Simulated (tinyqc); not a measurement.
AlGaN/GaN HEMT with access regions, lumped model: two steps of the calculation.

A polarisation-induced electron sheet under a Schottky gate, in series with two ungated access regions and contacts. Drift law v = mu E/(1 + mu E/vs) under the gate. Currents in mA/mm, resistances in ohm mm. No self-heating, no channel-length modulation; fits for polarisation, barrier and offset are chosen for the exercise.

Inputs (values chosen for the exercise); values close to those of AlGaN/GaN structures:
- x = 0.2 (aluminium share of the barrier)
- d = 15 nm (barrier thickness)
- eps_r = 9.3 (relative permittivity of barrier and channel)
- mu = 1800 cm^2/(V s) (channel mobility)
- vs = 1.4e7 cm/s (saturation velocity)
- Lg = 1.5 um (gate length)
- Ls = 1 um (source access length)
- Ld = 12 um (drain access length)
- Rc = 0.18 ohm mm (resistance of each contact)
- ft = 0 (share of the drain-access electrons removed by traps)
- Vg = 0.5 V (gate voltage)
- Vd = 0.5 V (drain voltage)
- Ec = 2.7 MV/cm (critical field)
- te = 0.33 um (depth over which the depleted charge spreads)
- tf = 100 nm (insulator under the field plate)
- ei = 7 (relative permittivity of that insulator)

Constants: q = 1.602176634e-19 C, eps0 = 8.8541878128e-14 F/cm where lengths are in cm. Results are converted to the units shown.

Problem 1. Drain current. Access resistance R(L, n) = L/(q mu n sqrt(1 - (I/(q n vs))^2)); Rs = Rc + R(Ls, n0), Rd = Rc + R(Ld, (1 - ft) n0). Vg' = Vg - I Rs, Vd' = Vd - I (Rs + Rd); with u = Vg' - VT, Vc = vs Lg/mu and w the smaller of Vd' and Vc [sqrt(1 + 2 u/Vc) - 1] (0 if negative), the channel gives (mu Cb/Lg)(u w - w^2/2)/(1 + w/Vc). I(new) = I + 0.1 (channel current - I).

I at the start = 59 mA/mm
VT = -2.2727575 V
Cb = 0.54895964 uF/cm^2
n0 = 7.7872321e12 cm^-2

Find: Rs; Rd; Vg'; Vd'; channel current; I after iteration 1.

Solution 1.

Rs = 0.6255 ohm mm
Rd = 5.526 ohm mm
Vg' = 0.4631 V
Vd' = 0.1370 V
channel current = 215.5 mA/mm
I after iteration 1 = 74.65 mA/mm

Problem 2. On-resistance and breakdown. sigma = (5e13 x + 1.6e13 x^2) cm^-2, phiB = 0.84 + 1.3 x, dEc = 0.7 (1.71 x + x^2) in volts, Cb = eps0 eps_r/d, VT = phiB - dEc - q sigma/Cb, access density n0 = -Cb VT/q. Ron = 2 Rc + Ls/(q mu n0) + Ld/(q mu (1 - ft) n0) + Lg/(mu Cb (Vg - VT)). Off state: a depleted stretch that holds the voltage V has the peak field sqrt(k V), k = 2 q n0/(eps0 eps_r te), so one edge holds V1 = Ec^2/k. The sheet under the plate pinches off at Vf = q n0 (1/Cb + tf/(eps0 ei)); beyond it the gate edge is screened. BV = V1 if Vf >= V1, else Vf + V1, and at most Ec Ld. Specific resistance Ron (Ls + Lg + Ld); figure of merit BV^2 over it.

Wanted: Ron; Vf; V1; BV; specific resistance; figure of merit.

Solution 2.

Ron = 6.696 ohm mm
Vf = 22.40 V
V1 = 79.39 V
BV = 101.8 V
specific resistance = 0.9709 mohm cm^2
figure of merit = 10.67 MW/cm^2

The plate raises BV by a factor of 1.28.

tinyqc, about 0.04 s, one thread, Intel Xeon 2.30GHz (shared host): `OMP_NUM_THREADS=1 python tinyqc.py 2570134 2570135 out.jsonl`
